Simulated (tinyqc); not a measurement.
Pariser-Parr-Pople SCF with singles CI, for the molecule c1ccc2cccc-2cc1 (SMILES; centres numbered as the heavy atoms are written), step by step. One step of it, computed by the program tinyqc.

Task: PPP integrals. Ohno: gamma = 14.399645/sqrt(R^2 + a^2), a = 2 x 14.399645/(gamma_rr + gamma_ss); H_rr = -W_r - sum_(s != r) z_s gamma_rs; H_rs = beta for bonds.

Centres (angstrom, eV; a flat drawing with bonds scaled to 1.40 angstrom):
```
centre          x          y  core charge z          W   gamma_rr
1C       2.531000   0.000000              1  11.160000  11.130000
2C       1.924000   1.261000              1  11.160000  11.130000
3C       0.559000   1.573000              1  11.160000  11.130000
4C      -0.536000   0.700000              1  11.160000  11.130000
5C      -1.867000   1.133000              1  11.160000  11.130000
6C      -2.690000   0.000000              1  11.160000  11.130000
7C      -1.867000  -1.133000              1  11.160000  11.130000
8C      -0.536000  -0.700000              1  11.160000  11.130000
9C       0.559000  -1.573000              1  11.160000  11.130000
10C      1.924000  -1.261000              1  11.160000  11.130000
```

Resonance integrals (eV):
```
i    j       beta
1    2  -2.390000
2    3  -2.390000
3    4  -2.390000
4    5  -2.390000
5    6  -2.390000
6    7  -2.390000
7    8  -2.390000
8    9  -2.390000
9   10  -2.390000
10   1  -2.390000
8    4  -2.390000
```

Give: repulsion gamma_rs; core matrix H.

Result:

repulsion gamma_rs (eV), lower triangle:
```
         1C      2C      3C      4C      5C      6C      7C      8C
1C   11.130
2C    7.555  11.130
3C    5.079   7.553  11.130
4C    4.233   5.078   7.553  11.130
5C    3.049   3.593   5.172   7.555  11.130
6C    2.677   2.906   3.755   5.521   7.553  11.130
7C    3.049   3.086   3.733   5.520   5.519   7.553  11.130
8C    4.233   4.233   5.079   7.554   5.520   5.521   7.555  11.130
9C    5.079   4.234   4.233   5.079   3.733   3.755   5.172   7.553
10C   7.555   5.080   4.234   4.233   3.086   2.906   3.593   5.078

         9C     10C
9C   11.130
10C   7.553  11.130
```

core matrix H (eV), lower triangle:
```
          1C       2C       3C       4C       5C       6C       7C       8C
1C   -53.672
2C    -2.390  -54.479
3C     0.000   -2.390  -57.550
4C     0.000    0.000   -2.390  -63.485
5C     0.000    0.000    0.000   -2.390  -55.938
6C     0.000    0.000    0.000    0.000   -2.390  -53.306
7C     0.000    0.000    0.000    0.000    0.000   -2.390  -55.938
8C     0.000    0.000    0.000   -2.390    0.000    0.000   -2.390  -63.485
9C     0.000    0.000    0.000    0.000    0.000    0.000    0.000   -2.390
10C   -2.390    0.000    0.000    0.000    0.000    0.000    0.000    0.000

          9C      10C
9C   -57.550
10C   -2.390  -54.479
```
